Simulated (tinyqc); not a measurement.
Worked calculation: extended Hueckel theory, for BeH2+. The parameters take no account of the charge, which enters only through the electron count. One step of it, computed by the program tinyqc.

Question. Mulliken analysis. P = C n C^T; charge = valence electrons (H 1, Be 2) minus the sum of (P S)_ii on the atom; overlap population = 2 sum P_ij S_ij between two atoms.

coefficients, order 1Be 2s, 1Be 2px, 1Be 2py, 1Be 2pz, 2H 1s, 3H 1s:
```
[[0.399141, 0.000440, -0.060115, 0.000000, 1.191219, 0.006882],
 [0.000000, 0.000000, 0.000000, 1.000000, 0.000000, 0.000000],
 [0.000401, -0.278560, 0.000022, 0.000000, -0.005311, 1.508008],
 [0.005544, -0.000002, 0.998091, 0.000000, 0.070269, 0.000378],
 [0.494161, -0.551688, 0.018523, 0.000000, -0.724568, -0.952958],
 [0.492418, 0.554037, 0.018555, 0.000000, -0.729855, 0.944293]]
```

occupations: [2.000000, 1.000000, 0.000000, 0.000000, 0.000000, 0.000000]

overlap S, order 1Be 2s, 1Be 2px, 1Be 2py, 1Be 2pz, 2H 1s, 3H 1s:
```
[[1.000000, 0.000000, 0.000000, 0.000000, 0.434622, 0.433323],
 [0.000000, 1.000000, 0.000000, 0.000000, 0.000000, 0.000000],
 [0.000000, 0.000000, 1.000000, 0.000000, 0.529905, -0.528978],
 [0.000000, 0.000000, 0.000000, 1.000000, 0.019373, 0.019284],
 [0.434622, 0.000000, 0.529905, 0.019373, 1.000000, 0.024634],
 [0.433323, 0.000000, -0.528978, 0.019284, 0.024634, 1.000000]]
```

Give: charges; Overlap populations.

Answer.

charges: [1.0986, -0.0503, -0.0483]

Overlap populations:
```
pair     value
2-1   0.506191
3-1   0.503949
3-2   0.008918
```
